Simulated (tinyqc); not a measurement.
CISD on RHF in the 6-311g basis, for He, spin multiplicity 1, step by step. One step of it, computed by the program tinyqc.

Problem. CISD: roots. Diagonalise (each vector has its largest component positive (the first on a tie)); all determinants have Ms = 0, so triplets appear too. The lowest singlet root is the correlation energy.

Occupation strings over the orbitals (2 doubly, a alpha, b beta, 0 empty; spin orbitals ordered 1a 1b 2a 2b ...): 200 ab0 a0b ba0 b0a 020 0ab 0ba 002

H - E(HF) between determinants (hartree):
```
           200        ab0        a0b        ba0        b0a        020        0ab        0ba
200   0.000000   0.000000   0.000000   0.000000   0.000000   0.146549   0.125599  -0.125599
ab0   0.000000   1.233264  -0.103896  -0.146549  -0.125599   0.163688  -0.120916  -0.095129
a0b   0.000000  -0.103896   6.269986  -0.125599  -0.216548  -0.120916  -0.103679   0.148688
ba0   0.000000  -0.146549  -0.125599   1.233264  -0.103896  -0.163688  -0.095129  -0.120916
b0a   0.000000  -0.125599  -0.216548  -0.103896   6.269986   0.120916   0.148688  -0.103679
020   0.146549   0.163688  -0.120916  -0.163688   0.120916   2.680149  -0.230718   0.230718
0ab   0.125599  -0.120916  -0.103679  -0.095129   0.148688  -0.230718   7.420137  -0.127591
0ba  -0.125599  -0.095129   0.148688  -0.120916  -0.103679   0.230718  -0.127591   7.420137
002   0.216548  -0.148688  -0.212758   0.148688   0.212758   0.127591   0.047266  -0.047266

           002
200   0.216548
ab0  -0.148688
a0b  -0.212758
ba0   0.148688
b0a   0.212758
020   0.127591
0ab   0.047266
0ba  -0.047266
002  12.812120
```

Give: lowest roots of this matrix, relative to E(HF); lowest vectors; <S^2> of these roots; weight of the ground state by excitation level 0, 1, 2, ....

Solution.

lowest roots of this matrix, relative to E(HF) (hartree): -0.017  1.069  1.335  2.698  6.062  6.432  7.302  7.622

lowest vectors:
```
     root 1  root 2  root 3  root 4
200   0.998   0.000  -0.016   0.057
ab0   0.005   0.706   0.696   0.122
a0b  -0.002   0.032  -0.006   0.033
ba0  -0.005   0.706  -0.696  -0.122
b0a   0.002   0.032   0.006  -0.033
020  -0.057   0.000  -0.172   0.980
0ab  -0.018   0.024  -0.004   0.048
0ba   0.018   0.024   0.004  -0.048
002  -0.016   0.000   0.020  -0.009
```

<S^2> of these roots: 0.000  2.000  0.000  0.000  2.000  0.000  2.000  0.000

weight of the ground state by excitation level 0, 1, 2, ...: 0.996  0.000  0.004
